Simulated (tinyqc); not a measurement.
From results to parameters: two-site tight-binding chain. Computed by the program tinyqc.

Problem. A two-site chain has site energies +delta (A) and -delta (B) and hoppings t1 > t2 > 0, so E = +/- sqrt(delta^2 + |t1 + t2 exp(-ika)|^2). Find delta, t1 and t2.

upper band at k = 0 = 2.358495 eV
upper band at the zone edge = 0.760066 eV
weight of the upper band on site A at the zone edge = 0.921016

Solution. The weight on A is (1 + delta/E)/2, which gives delta; then t1 + t2 = sqrt(E(0)^2 - delta^2) and t1 - t2 = sqrt(E(edge)^2 - delta^2).

delta, t1, t2 (eV): 0.640  1.340  0.930
